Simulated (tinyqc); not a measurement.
Raising U: Hubbard chain of 2 sites, mean field against exact. Computed by the program tinyqc. Collinear unrestricted mean field (the lowest of 40 random starts) against exact diagonalisation.

one-body matrix (hopping and site energies) (eV):
```
         1        2
1   0.0000  -0.8300
2  -0.8300   0.0000
```

electrons, up and down: 1  1

Exact and mean-field results (eV):

| U | U/t | E exact | E mean field | mean \|n_up - n_down\| | double occupancy, exact | first gap in the sector |
|---|---|---|---|---|---|---|
| 0.4100 | 0.4940 | -1.467610 | -1.455000 | 0.0000 | 0.2194 | 1.4676 |
| 0.8300 | 1.0000 | -1.296089 | -1.245000 | 0.0000 | 0.1894 | 1.2961 |
| 1.6600 | 2.0000 | -1.025936 | -0.830000 | 0.0005 | 0.1382 | 1.0259 |
| 3.3200 | 4.0000 | -0.687595 | -0.415000 | 0.8660 | 0.0732 | 0.6876 |
| 4.9800 | 6.0000 | -0.502608 | -0.276667 | 0.9428 | 0.0420 | 0.5026 |
| 6.6400 | 8.0000 | -0.391873 | -0.207500 | 0.9682 | 0.0264 | 0.3919 |
| 9.9600 | 12.0000 | -0.269381 | -0.138333 | 0.9860 | 0.0128 | 0.2694 |
| 16.6000 | 20.0000 | -0.164372 | -0.083000 | 0.9950 | 0.0049 | 0.1644 |

Estimate the missing row, U = 2.49.

Computed row:
```
U          U/t    E exact  E mean field  mean |n_up - n_down|  double occupancy, exact  first gap in the sector
2.4900  3.0000  -0.830000     -0.553333                0.7454                   0.1000                   0.8300
```

In absolute terms mean field is worst at U/t = 3.0, 0.277 eV too high: at small U it is nearly exact, and at large U it misses only exchange-scale energies. For the symmetric dimer the instability lies at U = 2t. Its local moments set in at U/t = 3.0 of those listed, a broken symmetry that the exact state of a finite cluster with equal spins does not have. Relative to the exact energy its error is 0.9 % at the smallest U, 50 % at most and 50 % at the largest. The double occupancy falls from 0.219 to 0.005; at the largest U the first gap is 0.99 times the exchange scale 4t^2/U.
